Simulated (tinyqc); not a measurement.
# Bandgap voltage reference from two bipolar transistors: output against temperature

Two transistors of area 1 and N carry the same current I. Is(T) = Is (T/T0)^eta exp[(Vg0 q/kB)(1/T0 - 1/T)], VBE1 = Vt ln(I/Is(T)) + I rb, VBE2 = Vt ln(I/(N Is(T))) + I rb/N. The amplifier forces I R1(T) = VBE1 - VBE2 + Vos, with R(T) = R (1 + tc (T - T0)) for both resistors, and the output is Vref = VBE1 + I R2(T). Base currents and the Early effect are neglected.

Vt = kB T/q; I = (Vt ln N + Vos)/(R1(T) - rb (1 - 1/N)).

Parameters, values chosen for the exercise; values of the order met in silicon bipolar transistors: reference temperature T0 = 298 K; band-gap voltage extrapolated to 0 K Vg0 = 1.174 V; temperature exponent of the saturation current eta = 4.4; saturation current of the unit transistor at T0 Is = 1.5e-16 A; area ratio of the second transistor N = 10; resistor across which the difference of VBE falls, at T0 R1 = 9.1 kohm; temperature coefficient of both resistors tc = 0 ppm/K; offset of the amplifier Vos = 0 mV; series resistance of the unit transistor rb = 0 ohm; output resistor at T0 R2 = 100.2 kohm.

Constants: q = 1.602176634e-19 C, kB = 1.380649e-23 J/K. Results are converted to the units shown.

Output against temperature:
```
T (K),I (uA),VBE1 (V),I R2 (V),Vref (V),Vref - Vref(T0) (mV),dVref/dT (uV/K)
218,4.7534,0.79523,0.47629,1.2715,-8.4948,154.36
233,5.0805,0.76463,0.50906,1.2737,-6.3272,134.86
253,5.5166,0.72338,0.55276,1.2761,-3.8745,110.74
273,5.9526,0.68168,0.59645,1.2781,-1.8855,88.445
298,6.4978,0.62894,0.65108,1.2800,0,62.773
323,7.0429,0.57559,0.70570,1.2813,1.2703,39.170
348,7.5880,0.52167,0.76032,1.2820,1.9732,17.328
373,8.1331,0.46723,0.81494,1.2822,2.1494,-2.9984
398,8.6782,0.41229,0.86956,1.2819,1.8342,-22.006
423,9.2233,0.35690,0.92418,1.2811,1.0587,-39.855
```

VBE1 falls by 2.14 mV/K on average and I R2 rises by 2.18 mV/K. The slope of Vref vanishes at T = 369 K. Between 233 and 398 K Vref spans 8.48 mV, or 40.2 ppm/K by the box method (span over the average over T, over 165 K).

Program tinyqc, `OMP_NUM_THREADS=1 python tinyqc.py 2062139 2062140 out.jsonl`; Intel Xeon 2.30GHz, shared host, one thread, about 0.03 s.
